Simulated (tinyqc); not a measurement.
What moves the Penn gap and the ionicity: Penn model of the dielectric constant and Phillips ionicity.

n = 32/a^3; Ep^2 = 8 pi c e2 n with c = hbar^2/2m0, e2 = e^2/(4 pi eps0); EF = c (3 pi^2 n)^(2/3); eps = 1 + (Ep/Eg)^2 S with S = 1 - Eg/(4 EF) + (Eg/(4 EF))^2/3, Eg the Penn gap. Core d shells are left out.

Phillips: bond length d = sqrt(3) a/4; homopolar gap Eh = 39.74 d^(-2.48) eV (d in angstrom); Eg^2 = Eh^2 + C^2; ionicity fi = C^2/Eg^2.

Constants: hbar^2/2m0 = 3.80998211 eV angstrom^2; e^2/(4 pi eps0) = 14.39964547 eV angstrom.

Parameters, chosen for this exercise (out of a larger set: near those of GaAs; not measured data): a = 5.678 angstrom (cubic lattice constant, 32 valence electrons a cell); ei = 11.14 (high-frequency dielectric constant).

Eg from ei; fi = 1 - (Eh/Eg)^2, printed even where negative.

One parameter was then changed.

Results before and after:

| case | Ep (eV) | Eg (eV) | Eh (eV) | fi |
|---|---|---|---|---|
| base | 15.525 | 4.630 | 4.269 | 0.150 |
| changed | 15.525 | 4.892 | 4.269 | 0.239 |

Which of these changes was made? (a) ei = 10.03; (b) a = 5.792 angstrom.
Answer: (a) ei = 10.03. Of the candidates, run in turn, only this one gives the changed row.

All candidates:

| case | Ep (eV) | Eg (eV) | Eh (eV) | fi |
|---|---|---|---|---|
| base | 15.525 | 4.630 | 4.269 | 0.150 |
| a = 5.792 angstrom | 15.069 | 4.492 | 4.063 | 0.182 |
| ei = 10.03 | 15.525 | 4.892 | 4.269 | 0.239 |

With the tabulated Phillips C of about 2.9 eV, fi would be 0.32; this model leaves out the d-shell factor.

tinyqc: `OMP_NUM_THREADS=1 python tinyqc.py 1680385 1680386 out.jsonl`; about 0.01 s, one thread, shared Intel(R) Xeon(R) Processor @ 2.30GHz.
